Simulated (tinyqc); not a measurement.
Binary melting diagram from solution models of liquid and solid: one step, computed by the program tinyqc.

x is the fraction of B. In a phase with interaction L: mu_A = G_A + R T ln(1 - x) + L x^2, mu_B = G_B + R T ln x + L (1 - x)^2. Melting: G(liquid) - G(solid) = H (1 - T/T_m) for each pure component.

Problem. Dilute B in A: partition coefficient and slope. At T_A, k0 = exp[(dG_B(T_A) + L_L - L_S)/(R T_A)]; van 't Hoff: m_L = -R T_A^2 (1 - k0)/H_A per unit fraction. Burton-Prim-Slichter: k_eff = k0/[k0 + (1 - k0) exp(-V delta/D)]. Freezing range of c0: |m_L| c0 |1 - k0|/k0.

Inputs (values chosen for the exercise, for a model alloy):

| quantity | value | unit |
|---|---|---|
| melting point T_A | 1375 | K |
| melting point T_B | 575 | K |
| heat of melting H_A | 37 | kJ/mol |
| heat of melting H_B | 4.54 | kJ/mol |
| liquid interaction L_L | -2.9 | kJ/mol |
| solid interaction L_S | -2.4 | kJ/mol |
| dilute content c0 of B | 0.011 | - |
| growth number V delta/D | 2.9 | - |

Diagram: complete solid solution (lens).

Constants: R = 8.314462618 J/(mol K).

Give: partition coefficient k0; liquidus slope m_L; effective coefficient k_eff; freezing range.

Solution.

partition coefficient k0 = 0.55088

liquidus slope m_L = -190.81 K

effective coefficient k_eff = 0.95707

freezing range = 1.7112 K

k0 < 1: the solid rejects B and B lowers the melting point. Faster growth moves k_eff towards 1.
